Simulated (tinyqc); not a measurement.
Formation energy of a charged point defect from supercell energies: one step, computed by the program tinyqc.

The host is a compound AB. Making the defect adds n_A = -1, n_B = 0, n_X = 1 atoms to the cell. All total energies are inputs. E_F is counted from the valence-band maximum (VBM); x = 0 is A-rich and x = 1 B-rich growth.

Task: Transition levels and the lower envelope. eps(q/q') = [E_f(q', 0) - E_f(q, 0)]/(q - q'). U of state q is eps(q/q-1) - eps(q+1/q). The stable state at each E_F is the lowest line E_f(q, 0) + q E_F.

Inputs (values chosen for the exercise, for a model compound AB): gap E_g = 2.08 eV; dielectric constant eps = 10.8; cell length L = 14.8 angstrom.

Defect: impurity X on an A site. Supercell lattice: bcc.

charge states q: 2  1  0  -1  -2

E_f(q, 0) (eV): (q=+2) 2.818631, (q=+1) 3.742208, (q=0) 4.699000, (q=-1) 6.154008, (q=-2) 7.626231

Give: One-electron levels above the VBM (eV); Stable states.

Result:

One-electron levels above the VBM (eV):

| level | energy | U of the state between this level and the next |
|---|---|---|
| (+2/+1) | 0.924 | 0.0332 |
| (+1/0) | 0.957 | 0.4982 |
| (0/-1) | 1.455 | 0.0172 |
| (-1/-2) | 1.472 | - |

Stable states:

| q | from E_F (eV) | to E_F (eV) |
|---|---|---|
| +2 | 0.000 | 0.924 |
| +1 | 0.924 | 0.957 |
| 0 | 0.957 | 1.455 |
| -1 | 1.455 | 1.472 |
| -2 | 1.472 | 2.080 |

Stable in the gap, from the VBM up: +2, +1, 0, -1, -2. Caution: the largest image-charge correction in these energies, q^2 alpha e^2/(8 pi eps_0 eps L) with alpha = 2.888462, exceeds a quarter of the gap; the point-charge term alone is then a rough estimate, usually too large for a charge that is spread out.
